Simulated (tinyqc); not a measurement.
# MOSFET with velocity saturation and source resistance: effects of single changes

Strong inversion, charge Q = Cox (Vg - m V) at channel potential V with Vg the gate overdrive, and drift velocity v = mu E/(1 + mu E/vsat). Integrating along the channel gives I = mu Cox (1/L)(Vg Vd - m Vd^2/2)/(1 + Vd/Vc) per width, Vc = vsat L/mu, which peaks at Vdsat. Units: I in uA/um, Rs in ohm um, so the drop over Rs is 1e-6 I Rs volts.

Inputs (values chosen for the exercise):
```
symbol  value        unit                       meaning
Cox      2.49     uF/cm^2              gate capacitance
mu0       430  cm^2/(V s)  mobility at low gate voltage
th        0.4         1/V          mobility degradation
vsat    6.3e6        cm/s           saturation velocity
m        1.23                               body factor
VT       0.63           V                     threshold
L        0.13          um                channel length
Rs        100      ohm um             source resistance
Vgs         1           V                  gate voltage
```

Each table varies one quantity; the others keep the values above.

## Effect of the channel length

Vg = Vgs - I Rs - VT (0 if negative), mu = mu0/(1 + th Vg), Vc = vsat L/mu, x = sqrt(1 + 2 Vg/(m Vc)), Vdsat = 2 Vg/(m (1 + x)), Isat = Cox vsat Vg (x - 1)/(x + 1) per width. I = Isat is solved self-consistently; gm = dI/dVgs; Vdsat is the intrinsic value. The velocity at the source is I/(Cox Vg).

Effect of the channel length:
```
L (um),Vc (V),Vdsat (V),Isat (uA/um),gm (uS/um),velocity at the source/vsat
0.03,0.049939,0.12367,295.45,980.86,0.55321
0.057,0.095058,0.15487,243.42,858.83,0.44891
0.11,0.18381,0.18873,186.94,708.35,0.33923
0.2,0.33478,0.21840,137.45,557.32,0.24596
0.39,0.65391,0.24689,89.932,391.21,0.15880
0.73,1.2254,0.26713,56.179,257.83,0.098283
1.4,2.3521,0.28135,32.467,155.04,0.056433
2.6,4.3703,0.28970,18.528,90.637,0.032082
5,8.4068,0.29483,9.9754,49.545,0.017233
```

As L goes from 0.03 to 5 um, Isat falls from 295 to 9.98 uA/um, Vdsat rises from 0.124 to 0.295 V and gm falls from 981 to 49.5 uS/um; the velocity at the source goes from 0.55 to 0.017 of vsat. Isat goes as L^(-0.30) between the first two rows and as L^(-0.95) between the last two. For L = 0.03 to 0.057 um the channel is so short that velocity overshoot and near-ballistic transport, left out here, matter.

## Effect of the mobility at low gate voltage

Same model as above.

Effect of the mobility at low gate voltage:
```
mu0 (cm^2/(V s)),Vc (V),Vdsat (V),Isat (uA/um),gm (uS/um),velocity at the source/vsat
50,1.8778,0.27715,39.463,186.22,0.068724
81,1.1584,0.26559,58.747,268.49,0.10285
130,0.72112,0.25049,83.940,368.54,0.14798
210,0.44591,0.23137,115.82,484.54,0.20599
350,0.26718,0.20755,155.55,614.88,0.27975
570,0.16382,0.18281,196.81,736.19,0.35814
920,0.10135,0.15812,237.99,845.26,0.43822
1500,0.062073,0.13385,278.47,942.58,0.51881
```

What does the comparison show?

As mu0 goes from 50 to 1500 cm^2/(V s), Isat rises from 39.5 to 278 uA/um, Vdsat falls from 0.277 to 0.134 V and gm rises from 186 to 943 uS/um; the velocity at the source goes from 0.069 to 0.52 of vsat. Isat goes as mu0^(0.82) between the first two rows and as mu0^(0.32) between the last two.

## Effect of the saturation velocity

Same model as above.

Result of one run:
```
vsat (cm/s),Vc (V),Vdsat (V),Isat (uA/um),gm (uS/um),velocity at the source/vsat
3e7,1.0312,0.24850,275.11,1206.9,0.10753
```

What becomes of these results when the saturation velocity vsat is changed from 3e7 to 5.6e6 cm/s, all else the same?

Result of the changed run:
```
vsat (cm/s),Vc (V),Vdsat (V),Isat (uA/um),gm (uS/um),velocity at the source/vsat
5.6e6,0.19325,0.19206,163.69,624.66,0.33197
```

The whole series:
```
vsat (cm/s),Vc (V),Vdsat (V),Isat (uA/um),gm (uS/um),velocity at the source/vsat
4e6,0.13816,0.17664,138.34,510.19,0.38997
5.6e6,0.19325,0.19206,163.69,624.66,0.33197
7.8e6,0.26893,0.20631,189.04,745.55,0.27723
1.1e7,0.37892,0.21969,214.55,873.85,0.22474
1.5e7,0.51633,0.23028,235.92,986.68,0.18234
2.1e7,0.72233,0.24006,256.57,1100.5,0.14249
3e7,1.0312,0.24850,275.11,1206.9,0.10753
```

As vsat goes from 4e6 to 3e7 cm/s, Isat rises from 138 to 275 uA/um, Vdsat rises from 0.177 to 0.249 V and gm rises from 510 to 1210 uS/um; the velocity at the source goes from 0.39 to 0.11 of vsat. Isat goes as vsat^(0.50) between the first two rows and as vsat^(0.20) between the last two.

Computed by the program tinyqc: `OMP_NUM_THREADS=1 python tinyqc.py 2500033 2500034 out.jsonl`, one thread of a shared Intel Xeon 2.30GHz, about 0.01 s for the whole run.
